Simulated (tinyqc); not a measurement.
Film and buried-oxide thickness from two coupling ratios.

Question. In a depleted film -dVT/dVb is k1 = Cs Cbox/(Cox (Cs + Cbox)) for a front channel and k2 = Cbox (Cox + Cs)/(Cox Cs) for a back channel, with Cox = eps0 eox/tox, Cs = eps0 eps_r/ts, Cbox = 3.9 eps0/tb. Find ts and tb.

Parameters, values chosen for the exercise; band and dielectric values those of a made-up semiconductor:
- eps_r = 11.9 (relative permittivity)
- eox = 3.9 (relative permittivity of the gate insulator (close to silicon dioxide))
- tox = 3.7 nm (insulator thickness)

coupling ratios for a front and a back channel: [0.10799608, 0.26535014]

Answer. With y = Cox/Cs and z = Cox/Cbox, 1/k1 = y + z and k2 = (1 + y)/z, so y = (k2/k1 - 1)/(1 + k2); the thicknesses follow from y and z.

ts = 13.00 nm
tb = 30.00 nm

Program tinyqc, `OMP_NUM_THREADS=1 python tinyqc.py 2190023 2190024 out.jsonl`; Intel Xeon 2.30GHz, shared host, one thread, about 0.3 s.
